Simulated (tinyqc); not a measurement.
Inside a calculation. Model: semiconductor laser, carrier and photon rate equations.

Computed by the program tinyqc: `OMP_NUM_THREADS=1 python tinyqc.py 2840046 2840047 out.jsonl`, one thread of a shared Intel Xeon 2.30GHz, about 0.01 s for the whole run. Printed values are rounded.

Carrier density N and photon density S in one mode: dN/dt = F1 = eta I/(q V) - (A N + B N^2 + C N^3) - vg g S; dS/dt = F2 = G vg g S + G be B N^2 - S/tp, with g = g0 ln(N/Ntr)/(1 + ec S). Output power P = Fo Eph S V/(G tp). No heating, no carrier transport.

Values chosen for this exercise:
```
symbol    value    unit                                      meaning
V       5.6e-11    cm^3                                active volume
G         0.117                                   confinement factor
vg       7.31e9    cm/s                               group velocity
g0         1900    1/cm                             gain coefficient
Ntr      2.5e18   cm^-3                         transparency density
ec      1.2e-17    cm^3                             gain compression
tp          3.8      ps                              photon lifetime
A         2.7e8     1/s             defect recombination coefficient
B       7.2e-11  cm^3/s                        radiative coefficient
C       2.1e-29  cm^6/s                            Auger coefficient
be      0.00044          share of spontaneous emission into the mode
eta         0.7                                 injection efficiency
Fo         0.66                share of cavity losses that is output
Eph        1.46      eV                                photon energy
I           110      mA                                drive current
dt            2      ps                                    time step
```

Constants: q = 1.602176634e-19 C. Results are converted to the units shown.

## Threshold

gth = 1/(G vg tp), Nth = Ntr exp(gth/g0), Ith = q V (A Nth + B Nth^2 + C Nth^3)/eta. Above it S is near G tp eta (I - Ith)/(q V). Carrier lifetime at threshold Nth/(A Nth + B Nth^2 + C Nth^3).

gth = 307.6898 1/cm
Nth = 2.939480e18 cm^-3
Ith = 24.98308 mA
estimate of S = 2.948998e15 cm^-3
carrier lifetime = 1.508082 ns

## Iteration 1: steady state by Newton steps

(N, S) at the start (Nth and the estimate of S): N (1e18 cm^-3) 2.939, S (1e15 cm^-3) 2.95

Jacobian, with a = g0/(N (1 + ec S)) and d = g/(1 + ec S): J11 = -(A + 2 B N + 3 C N^2) - vg a S, J12 = -vg d, J21 = G vg a S + 2 G be B N, J22 = G vg d - 1/tp. Solve J d = -F and add d to (N, S).

F1, F2 (1e27 cm^-3/s): [0.2316593, -0.02726636]

J (1/ns):

|  | N | S |
|---|---|---|
| F1 | -14.70174 | -2095.926 |
| F2 | 1.575350 | -17.93459 |

(N, S) after iteration 1: N (1e18 cm^-3) 2.956193, S (1e15 cm^-3) 2.939926

## Iteration 2: steady state by Newton steps

As before.

F1, F2 (1e27 cm^-3/s): [0.001362228, -1.682864e-4]

J (1/ns):

|  | N | S |
|---|---|---|
| F1 | -14.58814 | -2172.003 |
| F2 | 1.561022 | -9.033542 |

(N, S) after iteration 2: N (1e18 cm^-3) 2.956301, S (1e15 cm^-3) 2.939833

## Course of the iteration: steady state by Newton steps

Stop when the largest change of (N, S) is below 1e-9, or after 40 iterations. N is counted in 1e18 and S in 1e15 cm^-3, and S must be positive.

Course of the iteration:

| iteration | S (1e15 cm^-3) | largest \|change\| of one entry |
|---|---|---|
| 1 | 2.939926 | 0.0172 |
| 2 | 2.939833 | 1.07e-4 |
| 3 | 2.939833 | 5.23e-9 |
| 4 | 2.939833 | < 1e-14 |

Converged in 4 iterations. The change falls from 0.017 in the first iteration to below the tolerance in the last.

## Power, relaxation frequency, damping and bandwidth

N = 2.956301e18 cm^-3
S = 2.939833e15 cm^-3

Jacobian, with a = g0/(N (1 + ec S)) and d = g/(1 + ec S): J11 = -(A + 2 B N + 3 C N^2) - vg a S, J12 = -vg d, J21 = G vg a S + 2 G be B N, J22 = G vg d - 1/tp. wR^2 = det J, gamma = -trace J, fR = wR/(2 pi); the response wR^2/(wR^2 - w^2 + i gamma w) falls to 1/sqrt(2) at w^2 = x + sqrt(x^2 + wR^4), x = wR^2 - gamma^2/2 (f3dB = w/(2 pi)).

P = 57.16739 mW
fR = 9.445311 GHz
gamma = 23.56528 1/ns
f3dB = 14.26453 GHz

f3dB is 1.51 times fR (1.55 without damping). gamma/wR = 0.40: the response has a resonance peak.

## One Runge-Kutta step of a transient

(N, S) at the start: N (1e18 cm^-3) 3.015, S (1e15 cm^-3) 1.47

y = (N, S), k1 = F(y), k2 = F(y + dt k1/2), k3 = F(y + dt k2/2), k4 = F(y + dt k3), y(new) = y + dt (k1 + 2 k2 + 2 k3 + k4)/6.

slopes per ps, N in 1e18 and S in 1e15 cm^-3:

|  | dN/dt | dS/dt |
|---|---|---|
| k1 | 0.002780014 | 0.05287378 |
| k2 | 0.002624575 | 0.05673044 |
| k3 | 0.002616123 | 0.05672768 |
| k4 | 0.002451270 | 0.06069770 |

(N, S) after the step: N (1e18 cm^-3) 3.020238, S (1e15 cm^-3) 1.583496
